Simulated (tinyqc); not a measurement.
# Worked calculation: all-pass ring resonator

Computed by the program tinyqc: `OMP_NUM_THREADS=1 python tinyqc.py 2650036 2650037 out.jsonl`, one thread of a shared Intel Xeon 2.30GHz, about 0.01 s for the whole run. Printed values are rounded.

A ring of length L = 2 pi Rr coupled to one bus waveguide: round-trip amplitude a = 10^(-al L/20), self-coupling t = sqrt(1 - k2). At detuning d from the resonance the round-trip phase is p = 2 pi d/FSR and the transmission T = (a^2 - 2 a t cos p + t^2)/(1 - 2 a t cos p + a^2 t^2). Lossless coupler, linear absorption only.

Inputs (values chosen for the exercise); values close to those of silicon waveguides: cold resonance wavelength lam = 1550 nm; ring radius Rr = 7.5 um; group index ng = 4.01; propagation loss al = 4.2 dB/cm; power coupling k2 = 0.0069; thermo-optic change of the effective index dT = 0.00018 1/K; thermal resistance Rt = 12 K/mW; share of the loss that heats the ring fa = 0.35; input power Pin = 0.058 mW; laser detuning from the cold resonance dl = -14 pm.

Constants: c = 299792458 m/s. Results are converted to the units shown.

## Resonance parameters

FSR = lam^2/(ng L), finesse F = pi sqrt(a t)/(1 - a t), FWHM = FSR/F, Q = lam/FWHM, Tmin = (a - t)^2/(1 - a t)^2, power build-up k2 a^2/(1 - a t)^2, optical bandwidth c/(lam Q).

a = 0.997724
t = 0.996544
FSR = 12.7139 nm
F = 547.258
FWHM = 23.2320 pm
Q = 66718.4
Tmin = -13.7171 dB
build-up = 209.627
bandwidth = 2.89897 GHz

The ring is overcoupled; critical coupling needs k2 = 1 - a^2 = 0.00455.

## Iteration 1: thermal shift of the resonance

s at the start = 0 pm

T is the transmission at d = dl - s, p = 2 pi d/FSR; out = (lam dT/ng) Rt fa (1 - T) Pin; s(new) = out.

d = -14 pm
T = 0.609592
out = 6.61692 pm
s after iteration 1 = 6.61692 pm

## Iteration 2: thermal shift of the resonance

As before.

d = -20.6169 pm
T = 0.769283
out = 3.91035 pm
s after iteration 2 = 3.91035 pm

## Course of the iteration: thermal shift of the resonance

Stop when s changes by less than 1e-7 pm, or after 200 iterations.

Course of the iteration:
```
iteration   s (pm)  |change| (pm)
1          6.61692           6.62
2          3.91035           2.71
3          4.80512          0.895
4          4.48202          0.323
5          4.59533          0.113
6          4.55517         0.0402
7          4.56935         0.0142
8          4.56434        5.01e-3
9          4.56611        1.77e-3
10         4.56548        6.26e-4
11         4.56571        2.21e-4
12         4.56563        7.83e-5
13         4.56565        2.77e-5
14         4.56564        9.78e-6
15         4.56565        3.46e-6
16         4.56565        1.22e-6
17         4.56565        4.32e-7
18         4.56565        1.53e-7
19         4.56565        5.40e-8
```

Converged in 19 iterations. At the end each change is about 0.35 times the one before, with alternating sign: linear convergence. The equation has 1 root(s).
